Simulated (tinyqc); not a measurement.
## Long-channel MOSFET, surface-potential model: potential, charge and velocity along the channel

n-channel transistor on a uniformly doped p-type body, gradual-channel approximation, constant mobility, Boltzmann statistics, full ionisation. Potentials are counted from the neutral body; V is the electron quasi-Fermi potential, Vsb at the source and Vsb + Vds at the drain. Charges are magnitudes per area.

ni = sqrt(Nc Nv) exp(-Eg/(2 Vt)), Eg in volts; phiF = Vt ln(Na/ni); Cox = eps0 eox/tox; gamma = sqrt(2 q eps0 eps_r Na)/Cox. The surface potential psi at channel potential V solves Vgs + Vsb - Vfb - psi = gamma sqrt(G), G = psi - Vt + Vt exp((psi - 2 phiF - V)/Vt). Charge sheet: Qi = Cox gamma [sqrt(G) - sqrt(psi - Vt)]; I = mu (W/L) [integral of Qi dpsi from psi_0 to psi_L (drift) + Vt (Qi0 - QiL) (diffusion)], with psi_0 at V = Vsb and psi_L at V = Vsb + Vds. The current is the same at every point, so the place y where the channel potential is Vsb + v follows from y/L = I(Vds = v)/I(Vds); the mean carrier velocity is I/(W Qi).

Inputs (values chosen for the exercise); material values close to those of silicon: temperature T = 325 K; band gap Eg = 1.13 eV; relative permittivity of the semiconductor eps_r = 11.6; conduction-band density of states at T Nc = 3.21e19 cm^-3; valence-band density of states at T Nv = 2.93e19 cm^-3; acceptor density of the body Na = 2.9e17 cm^-3; relative permittivity of the gate insulator eox = 9.43; insulator thickness tox = 70 nm; flat-band voltage Vfb = -0.45 V; channel mobility mu = 350 cm^2/(V s); gate width W = 5 um; gate length L = 2 um; source-body reverse bias Vsb = 0 V; gate-source voltage Vgs = 3.78 V; drain-source voltage Vds = 0.05 V.

Constants: q = 1.602176634e-19 C, kB = 1.380649e-23 J/K, Vt = kB T/q, eps0 = 8.8541878128e-14 F/cm where lengths are in cm. Results are converted to the units shown.

Along the channel:
```
v (V),psi (V),Qi (nC/cm^2),y/L,velocity (cm/s)
0.006,0.9632,90.89,0.1279,8.295e4
0.012,0.9688,89.35,0.2536,8.438e4
0.019,0.9752,87.56,0.3975,8.611e4
0.025,0.9807,86.03,0.5185,8.764e4
0.031,0.9862,84.50,0.6375,8.923e4
0.038,0.9926,82.72,0.7735,9.114e4
0.044,0.9981,81.21,0.8878,9.284e4
0.05,1.004,79.69,1.000,9.461e4
```

What does the table show?

Half of the listed voltage range, v = 0.025 V, is reached at y/L = 0.519. The charge falls from 90.9 to 79.7 nC/cm^2 over the rows, so the velocity rises by a factor of 1.14 to keep the current constant.

Numbers from tinyqc (`OMP_NUM_THREADS=1 python tinyqc.py 2360018 2360019 out.jsonl`; about 0.03 s on one thread of a shared Intel Xeon 2.30GHz).
